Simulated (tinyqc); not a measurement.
Tight binding, kagome lattice, step by step. Computed by tinyqc, a small Python program that keeps every step. Settings: t1 = 1.89, t2 = 1.89, delta = 0, bands filled = 2. Command: `OMP_NUM_THREADS=1 python tinyqc.py 30149 30150 out.jsonl` (the two numbers bound the seeds that draw the settings). One thread of a shared host (Intel(R) Xeon(R) Processor @ 2.60GHz), about 0.01 s of CPU time with the checks.

## Bloch Hamiltonian at k

Parameters chosen for this model:
```
parameter     value                unit
t1         1.890000    eV, up triangles
t2         1.890000  eV, down triangles
delta             0        eV on site C
```

k point k (fractions of the reciprocal vectors): -0.440000  -0.250000

H_AB = -t1 - t2 exp(-i k.a1), H_AC = -t1 - t2 exp(-i k.a2), H_BC = -t1 - t2 exp(i k.(a1 - a2)), H_CC = delta.

H(k) at k (eV), lower triangle (Hermitian):
```
                     A                    B         C
A             0.000000
B  -0.132722+0.695755i             0.000000
C  -1.890000+1.890000i  -2.585755-1.757278i  0.000000
```

## Levels at k

Diagonalise the Hermitian matrix.

eigenvalues (eV): -4.479159  0.699159  3.780000

weights |c|^2 of the basis functions:
```
     band 1    band 2    band 3
A  0.240567  0.582022  0.177411
B  0.302060  0.417171  0.280769
C  0.457373  0.000807  0.541821
```

## Bloch Hamiltonian at K

k point K (fractions of the reciprocal vectors): 0.333333  0.666667

As before.

H(k) at K (eV), lower triangle (Hermitian):
```
                     A                    B         C
A             0.000000
B  -0.945000-1.636788i             0.000000
C  -0.945000+1.636788i  -0.945000-1.636788i  0.000000
```

## Levels at K

As before.

eigenvalues (eV): -1.890000  -1.890000  3.780000

## Bands along a path

The same steps at evenly spaced points between the labelled ones.

Bands along the path (eV):
```
k             band 1     band 2    band 3
G          -7.560000   3.780000  3.780000
G-K 0.20   -7.233202   3.453202  3.780000
G-K 0.40   -6.309314   2.529314  3.780000
G-K 0.60   -4.948084   1.168084  3.780000
G-K 0.80   -3.384882  -0.395118  3.780000
K          -1.890000  -1.890000  3.780000
K-M 0.20   -2.529314  -1.250686  3.780000
K-M 0.40   -3.058084  -0.721916  3.780000
K-M 0.60   -3.453202  -0.326798  3.780000
K-M 0.80   -3.697398  -0.082602  3.780000
M          -3.780000          0  3.780000
M-K' 0.20  -3.697398  -0.082602  3.780000
M-K' 0.40  -3.453202  -0.326798  3.780000
M-K' 0.60  -3.058084  -0.721916  3.780000
M-K' 0.80  -2.529314  -1.250686  3.780000
K'         -1.890000  -1.890000  3.780000
```

With 2 band(s) filled, the highest filled level on these points lies at G and the lowest empty one at G-K 0.40: the bands touch or overlap, so there is no gap.
